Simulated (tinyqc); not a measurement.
Capture against temperature: configuration-coordinate model of carrier capture at a defect.

Two parabolas of equal curvature k in one coordinate Q: with the carrier free at the band edge, U_f = k Q^2/2; with the carrier trapped, U_t = k (Q - dQ)^2/2 - ET. ER = k dQ^2/2, Huang-Rhys factor S = ER/hw, hw = 0.0646541 sqrt(k/M) eV for k in eV/angstrom^2 and M in u. The curves cross at a height Eb = (ER - ET)^2/(4 ER) above the free minimum.

Multiphonon factor for giving p = ET/hw phonons to the lattice: W = exp(-S (2 nb + 1)) ((nb + 1)/nb)^(p/2) I_p(x), nb = 1/(exp(hw/kT) - 1), x = 2 S sqrt(nb (nb + 1)), I_p the modified Bessel function. Classical limit: W = hw exp(-Eb/kT)/sqrt(4 pi ER kT). At T = 0: exp(-S) S^p/Gamma(p + 1).

Constants: kB = 8.617333262e-05 eV/K.

Inputs chosen for the exercise (out of a larger set: of the size met at a vacancy centre in SiC; not measured data): ET = 1.18 eV (thermal depth of the level below the band edge); ER = 0.47 eV (relaxation energy); hw = 0.04 eV (phonon energy of the mode).

The local activation energy is -d ln W/d(1/kT), by central differences with T changed by 1 %.

Against T:
```
T (K)  kT/hw  log10 W  log10 W, classical  activation energy (eV)
40     0.086   -5.220             -34.336                  0.0000
60     0.129   -5.218             -23.163                  0.0002
80     0.172   -5.206             -17.595                  0.0013
120    0.259   -5.125             -12.052                  0.0088
160    0.345   -4.969              -9.299                  0.0231
220    0.474   -4.667              -7.065                  0.0507
300    0.646   -4.254              -5.494                  0.0877
400    0.862   -3.811              -4.431                  0.1253
550    1.185   -3.317              -3.578                  0.1623
```

log10 W at T = 0 = -5.220
Eb = 0.2681 eV

At 40 K log10 W is -5.22, against -5.22 at T = 0 and -34.3 classically; at 550 K the two forms differ by +0.26. The activation energy read from an Arrhenius plot goes from 0.000 eV at 40 K to 0.162 at 550 K, with its largest value 0.162 at 550 K, against Eb = 0.268 eV; the classical form itself gives Eb - kT/2. A measured slope therefore understates the barrier.

(tinyqc, `OMP_NUM_THREADS=1 python tinyqc.py 1452420 1452421 out.jsonl`, Intel(R) Xeon(R) Processor @ 2.30GHz, 1 thread, shared host, about 0.01 s.)
